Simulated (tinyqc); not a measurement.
Born-von Karman spring model of a cubic crystal with one atom per cell: one step, computed by the program tinyqc.

First neighbours lie at a/2 (1,1,1) (8 of them), second at a (1,0,0) (6), with all permutations and signs; the volume per atom is Omega = a^3/2. Two shells of springs match a real metal only roughly, above all at the zone boundary.

Problem. Sound velocities. rho = M/Omega and v = sqrt(C/rho), with C = C11, C44, C44 along [100]; (C11 + C12 + 2 C44)/2, C44, (C11 - C12)/2 along [110]; (C11 + 2 C12 + 4 C44)/3 and twice (C11 - C12 + C44)/3 along [111].

Inputs (values chosen for the exercise, modelled on tantalum): lattice constant a = 3.3 angstrom; atomic mass M = 180.95 u.

Lattice: bcc.

C11 = 270.2662 GPa

C44 = 78.97598 GPa

C12 = 150.8312 GPa

Constants: u = 1.6605390666e-27 kg.

Give: density rho; Velocities (m/s).

Solution.

density rho = 16722 kg/m^3

Velocities (m/s):

| direction | longitudinal | transverse 1 | transverse 2 |
|---|---|---|---|
| [100] | 4020 | 2173 | 2173 |
| [110] | 4161 | 2173 | 1890 |
| [111] | 4207 | 1989 | 1989 |

Along [110] the two transverse waves differ by a factor sqrt(2 C44/(C11 - C12)) = 1.150.
